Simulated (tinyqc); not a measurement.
Ellipsometry and reflectance of a transparent film on an absorbing substrate: two steps of the calculation.

Air (index 1), film, substrate with N2 = n2 - i k2; time factor exp(+i w t). q_j = sqrt(N_j^2 - sin^2 th), root with positive real part. Fresnel coefficients r_s = (q_a - q_b)/(q_a + q_b), r_p = (N_b^2 q_a - N_a^2 q_b)/(N_b^2 q_a + N_a^2 q_b). tan(Psi) exp(i Delta) = R_p/R_s, Delta taken from 0 to 360 degrees.

Parameters, values chosen for the exercise; indices close to those of hafnium oxide on silicon: wavelength lam = 546.1 nm; angle of incidence th = 70 degrees; index of the transparent film n1 = 2.036; film thickness d = 170 nm; index of the substrate n2 = 4.086; extinction coefficient of the substrate k2 = 0.031.

Task 1. Interface coefficients and thickness period. q0, q1, q2 and the coefficients r01 and r12 for p and s; the results repeat in d with the period lam/(2 q1).

Find: q0; q1; q2; r01,p; r01,s; r12,p; r12,s; period.

Result 1.

q0 = 0.3420
q1 = 1.806
q2 = 3.976-0.032i
r01,p = -0.1205
r01,s = -0.6816
r12,p = 0.2931-0.0033i
r12,s = -0.3753+0.0034i
period = 151.2 nm

Task 2. Psi, Delta and reflectances. beta = 2 pi d q1/lam, X = exp(-2 i beta), R = (r01 + r12 X)/(1 + r01 r12 X) for p and s.

q1 = 1.8061766
r01,p = -0.12047385
r01,s = -0.68157465
r12,p = 0.29314452-0.00327380i
r12,s = -0.37533194+0.00344098i

Wanted: beta; X; R_p; R_s; Psi; Delta; |R_p|^2; |R_s|^2.

Result 2.

beta = 3.533 rad
X = 0.7092-0.7050i
R_p = 0.0817-0.2164i
R_s = -0.8168+0.1003i
Psi = 15.70 degrees
Delta = 117.7 degrees
|R_p|^2 = 0.05350
|R_s|^2 = 0.6772

The bare substrate gives Psi = 12.01 and Delta = 178.97 degrees.

Program tinyqc, `OMP_NUM_THREADS=1 python tinyqc.py 2870206 2870207 out.jsonl`; Intel Xeon 2.30GHz, shared host, one thread, about 0.4 s.
